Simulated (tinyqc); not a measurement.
Rise against time: self-heating of a transistor with one or more fingers, with temperature-dependent conductivity. Computed by tinyqc, a small Python program. Command: `OMP_NUM_THREADS=1 python tinyqc.py 3003214 3003215 out.jsonl selfheat walk`. One thread of a shared host (Intel(R) Xeon(R) Processor @ 2.30GHz), about 0.05 s of CPU time with the checks.

N long parallel fingers lie on the top face of a slab whose bottom is held at T_0; the top is otherwise insulated, and heat flows in two dimensions. P in W/mm is 1000 P in W/m.

Inputs (values chosen for the exercise, modelled on gallium oxide):
```
quantity                                      value           unit
conductivity at the base temperature kappa_0   18.8        W/(m K)
power per gate width P                          0.1           W/mm
fingers N                                         3              -
finger pitch s                                   58     micrometre
width of the heat source w                     0.26     micrometre
substrate thickness t                            79     micrometre
heat capacity C                                3.25  1e6 J/(m^3 K)
pulse length                                   0.86    microsecond
```

Power: power rises with temperature.

Method:
- A line source of power P on the top face raises the top at distance x by (P/(pi kappa_0)) g(x), g(x) = -ln tanh(pi x/(4 t)) (the image sum for the slab). On a strip of width w the centre sees the mean of g over the strip, g_0 = 1 + ln(8 t/(pi w)) for w much below t.
- theta_i = (P/(pi kappa_0)) [g_0 + sum over j != i of g(|i - j| s)], with equal powers and constant conductivity; thermal resistance = largest theta/P.
- After switching on, theta(tau) = (P D/kappa_0) int_0^tau X(u) Z(u) du at the hottest finger, D = kappa_0/C; X = sum over fingers at distance x of [erf((x + w/2)/r) - erf((x - w/2)/r)]/(2 w), Z = sum_(j=-200..200) (-1)^j exp(-(2 j t/r)^2)/sqrt(pi D u), r = 2 sqrt(D u); trapezoid rule on 300 points evenly spaced in ln u from u_0 = 1e-3 min(tau, w^2/D) to tau, plus the exact piece 2 sqrt(u_0/(pi D))/w below u_0. Conductivity and power are held at their base values here, and Fourier's law is used even where the diffusion length is near a phonon free path.

diffusivity D = 5.78462 micrometre^2/microsecond

theta of each finger (K): 14.3995  15.1676  14.3995

largest theta = 15.1676 K

Heating curve:
```
time (microsecond)  sqrt(D time) (micrometre)  rise (K)  share of the steady rise
0.0011                               0.079769    1.7217                    0.1135
0.011                                 0.25225     3.519                     0.232
0.11                                  0.79769    5.4516                    0.3594
1.1                                    2.5225    7.3992                    0.4878
11                                     7.9769    9.3483                    0.6163
54                                     17.674    10.728                    0.7073
220                                    35.674    12.563                    0.8282
650                                    61.319     14.39                    0.9487
1600                                   96.205    15.101                    0.9956
```

What follows from these numbers?

Half the steady rise is reached between 1.1 and 11 microseconds, and the last row holds 99.6 % of it; the slowest time constant is 4 t^2/(pi^2 D) = 437 microseconds. While the diffusion length lies between w and the pitch or thickness, the rise grows as the logarithm of time; once it nears the pitch of 58 micrometre the neighbours add their heat.

Extremes, crossings and ranges named in words are read from the listed rows.
